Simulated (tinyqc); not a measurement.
# Changing the acceptor depth E_A

Model: charge neutrality of a doped semiconductor with incomplete ionisation. Computed by tinyqc, a small Python program. Command: `OMP_NUM_THREADS=1 python tinyqc.py 3022035 3022036 out.jsonl dopant sweep`. One thread of a shared host (Intel(R) Xeon(R) Processor @ 2.30GHz), about 0.07 s of CPU time with the checks.

Energies are counted from the top of the valence band; E_D is measured down from the conduction band and E_A up from the valence band.

Inputs (values chosen for the exercise, for a model semiconductor):
```
quantity,value,unit
gap at 0 K E_g0,2.95,eV
Varshni alpha,0.000695,eV/K
Varshni beta,296,K
electron mass m_e,0.14,m_0
valleys M_c,1,-
hole mass m_h,0.717,m_0
donor density N_D,1.9e+18,cm^-3
acceptor density N_A,5.6e+18,cm^-3
donor depth E_D,0.032,eV
donor degeneracy g_D,2,-
acceptor degeneracy g_A,4,-
static dielectric constant eps_s,10.6,-
temperature T,60,K
iteration cap,60,-
```

Doping: p-type, compensated. Statistics of the bands: Fermi-Dirac. Solver: bisection. Start of Newton steps: intrinsic level E_i.

Constants: m_0 = 9.1093837015e-31 kg; k_B = 1.380649e-23 J/K; h = 6.62607015e-34 J s; k_B = 8.617333262e-05 eV/K.

Method:
- E_g = E_g0 - alpha T^2/(T + beta).
- N_c = 2 M_c (2 pi m_e k_B T/h^2)^(3/2) and N_v = 2 (2 pi m_h k_B T/h^2)^(3/2), masses in units of m_0.
- n_i = sqrt(N_c N_v) exp(-E_g/(2 k_B T)); E_i = E_g/2 + (k_B T/2) ln(N_v/N_c).
- n = N_c F_1/2((E_F - E_g)/k_B T), p = N_v F_1/2(-E_F/k_B T).
- F_1/2(eta) = (2/sqrt(pi)) int_0^infinity sqrt(x)/(1 + exp(x - eta)) dx, by the trapezoid rule in t = sqrt(x) with step 0.02 up to t = 12 (for eta < -12 by exp(eta) - exp(2 eta)/2^(3/2)).
- N_D+ = N_D/(1 + g_D exp((E_F - E_g + E_D)/k_B T)).
- N_A- = N_A/(1 + g_A exp((E_A - E_F)/k_B T)).
- Neutrality: p + N_D+ = n + N_A-; the log ratio is ln[(p + N_D+)/(n + N_A-)].
- Bisection of the log ratio between E = -0.3 and E_g + 0.3 eV; stop when |log ratio| < 1e-9.

One run for each value:
```
acceptor depth E_A (eV),majority density p (cm^-3),ionised share of the acceptors,distance of E_F from the majority band edge (eV)
0.010,8.7503e+16,0.35491,0.01408
0.018,1.9985e+16,0.34285,0.02180
0.032,1.3592e+15,0.33953,0.03573
0.058,8.9124e+12,0.33929,0.06172
0.100,2.6433e+09,0.33929,0.10372
0.190,7.2860e+01,0.33929,0.19372
0.330,1.2677e-10,0.33929,0.33372
0.600,2.6546e-33,0.33929,0.60372
```

What does the table show?

Over the rows, majority density p (cm^-3) falls from 8.75e16 to 2.65e-33 (exponent d ln y / d ln x -2.5 between the first rows and -87 between the last); ionised share of the acceptors goes from 0.355 through a minimum among these rows, 0.339 at 0.190, to 0.339; distance of E_F from the majority band edge (eV) rises from 0.0141 to 0.604 (exponent d ln y / d ln x 0.74 between the first rows and 0.99 between the last).

Caution (rows 0.0100, 0.0180, 0.0320, 0.0580): N^(1/3) a is above 0.2 for the radius a = e^2/(8 pi eps_0 eps_s E) of the dopant: near the Mott value, 0.26, the level broadens, and above it the level has merged with the band and all dopants are ionised, so such results of a fixed depth are only formal. Caution (rows 0.190, 0.330, 0.600): so few free carriers remain that hopping between impurities, left out here, would carry any current. Caution (rows 0.330, 0.600): there is less than one majority carrier per cm^3: the dopants are frozen out and the equilibrium density is only formal.

Extremes, crossings and ranges named in words are read from the listed rows.
